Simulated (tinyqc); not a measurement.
Thickness of the outer barriers: double quantum well by finite differences.

Finite differences on points z_i at the centres of cells of width h: H_ii = (c/h^2)(1/m_(i-1/2) + 1/m_(i+1/2)) + V_i, H_(i,i+1) = -(c/h^2)/m_(i+1/2), where m_(i+1/2) is the mean of the masses at the two points (the end values are repeated outwards), psi = 0 on the points beyond both ends, c = hbar^2/2m0. The field adds e F (z - z0) with z0 the middle of the structure; 1 kV/cm = 1e-5 eV/angstrom.

Constants: hbar^2/2m0 = 3.80998211 eV angstrom^2.

Inputs chosen for the exercise (out of a larger set: near those of a GaAs well in AlGaAs; not measured data): layers = ((66, 0.251, 0.0927), (88, 0, 0.0651), (44, 0.251, 0.0927), (110, 0, 0.0651), (66, 0.251, 0.0927)) (each layer: thickness in angstrom, band edge in eV, mass in m0); hf = 1.375 angstrom (cell width of the fine grid).

Fine grid, zero field, both outer layers set to each thickness in turn.

Levels (eV):

| outer layers (angstrom) | E1 | E2 | E3 |
|---|---|---|---|
| 16.500 | 0.02776 | 0.03873 | 0.11066 |
| 33.000 | 0.02691 | 0.03732 | 0.10678 |
| 66.000 | 0.02683 | 0.03718 | 0.10618 |
| 132.000 | 0.02683 | 0.03718 | 0.10617 |
| 264.000 | 0.02683 | 0.03718 | 0.10617 |

Which of the three levels are properties of the well, and how thick must the outer layers be?

E1 is bound, and within 0.1 meV of the last row from 33 angstrom on. E2 is bound, and within 0.1 meV of the last row from 66 angstrom on. E3 is bound, and within 0.1 meV of the last row from 66 angstrom on.

tinyqc: `OMP_NUM_THREADS=1 python tinyqc.py 1252510 1252511 out.jsonl`; about 0.02 s, one thread, shared Intel(R) Xeon(R) Processor @ 2.30GHz.
